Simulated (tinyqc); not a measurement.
Temperature and isotope dependence of a band gap in oscillator models, step by step. Values are carried at full precision from step to step, so a last printed digit may differ when a step is redone from the rounded ones.

E(T) = E0 - sum_i sl_i th_i n_i(T), n = 1/(exp(th/T) - 1). The same coupling lowers the gap at 0 K by the zero-point term ZP = sum_i sl_i th_i/2, so the gap of the static lattice is E0 + ZP. Thermal expansion is taken as part of the slopes.

Values chosen for the exercise (near those of Ge; not measured data): E0 = 0.751 eV (gap at 0 K); th = (124, 319) K (temperatures of two oscillators); sl = (0.1638, 0.2562) meV/K (their high-temperature slopes); T = 300 K (temperature); M = 72.57 u (mean atomic mass); dM = -3.32 u (change of the mean mass (not bounded by the natural isotopes)); T12 = (210, 500) K (temperatures of the fits).

## The gap at T

Give the occupations, the two terms, the gap, ZP and the static gap.

n_i: [1.95370, 0.52742]

terms (meV): [39.682, 43.105]

E(T) = 0.6682 eV
ZP = 51.02 meV
static gap = 0.8020 eV

The thermal fall, 82.8 meV, is larger than the zero-point term, 51.0 meV; the soft oscillator supplies 48 % of the fall but 20 % of ZP. A calculation with clamped ions should be compared with the static gap.

## Slope and asymptote

dE/dT = -sum sl_i (th_i/T)^2 n_i (1 + n_i). At high T, n -> T/th - 1/2, so E -> E0 + ZP - (sum sl_i) T. Give the slope, its ratio to the limit, and the value at 0 K of the tangent drawn at T.

dE/dT = -0.3949 meV/K
ratio to the limiting slope = 0.9401
intercept of the tangent = 0.7867 eV
intercept - E0 = 35.67 meV

The tangent recovers 70 % of ZP: the extrapolation works only from T well above the higher oscillator (319 K).

## Isotope effect

With M -> M + dM the oscillator temperatures scale as M^(-1/2) and the slopes stay. Give th, ZP, E0 (static gap fixed) and E(T) for the new mass, and the linear rule dE0 = ZP dM/(2 M).

th (K): [126.94, 326.56]

ZP = 52.228 meV
shift of E0 = -1.209 meV
linear rule = -1.167 meV
shift of E(T) = -0.368 meV

The lighter crystal has the narrower gap. At 300 K 30 % of the shift at 0 K is left; it fades at high T, where the motion is classical and the mean-square amplitude no longer depends on mass.

## Two common fits

Two-parameter forms are made to pass through the falls at the two temperatures T12: Varshni aV T^2/(T + bV), from the line T^2/fall = (T + bV)/aV; one oscillator s1 t1/(exp(t1/T) - 1), with t1 from the ratio of the falls.

Give the falls and the parameters.

falls (meV): [48.1427, 163.7158]

aV = 0.4746 meV/K
bV = 225 K
t1 = 228.9 K
s1 = 0.4153 meV/K
ZP of the one-oscillator fit = 47.5 meV

The limiting slope of the model is 0.4200 meV/K; Varshni puts it +13 % off and one oscillator -1 %. The ZP of the fit differs from the true one by -3.5 meV.

## Checks

- Slope by finite differences against the formula (meV/K): both 0.39485.
- Fall at 20 times the higher oscillator temperature against the asymptote (meV): 2629.0 against 2628.6.

Run: tinyqc, `OMP_NUM_THREADS=1 python tinyqc.py 1851298 1851299 out.jsonl`; Intel(R) Xeon(R) Processor @ 2.30GHz, one thread, shared host; about 0.01 s of CPU time with all checks.
